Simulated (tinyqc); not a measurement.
## Error from band bending against W

In A the levels shift by pb (1 - z/W)^2 for z < W. The signal from depth z is weighted by exp(-z/le)/le, so the centroid shifts by pb [1 - 2/a + (2/a^2)(1 - exp(-a))], a = W/le, and the error of iA against its value at the interface is that less pb.

Values chosen for this exercise: band bending in A at the interface pb = 0.4 V; escape depth le = 3.7 nm.

Results:
```
W (nm),a,centroid shift (eV),error (meV)
2.8,0.7568,0.08437,-315.6
5,1.351,0.1327,-267.3
8.6,2.324,0.1894,-210.6
26,7.027,0.3023,-97.66
45,12.16,0.3396,-60.37
79,21.35,0.3643,-35.71
140,37.84,0.3794,-20.58
240,64.86,0.3879,-12.14
```

Estimate the missing row, W = 15 nm.

Computed row:
```
W (nm),a,centroid shift (eV),error (meV)
15,4.054,0.2505,-149.5
```

With this row back in the table: The size of the error falls from 316 to 12.1 meV; for large a it is 2 |pb|/a. It is below 50 meV, a typical accuracy of the method, in 3 of the 9 rows. Heavily doped substrates and deep-probing photons need the correction.

tinyqc, about 0.01 s, one thread, Intel Xeon 2.30GHz (shared host): `OMP_NUM_THREADS=1 python tinyqc.py 2410090 2410091 out.jsonl`
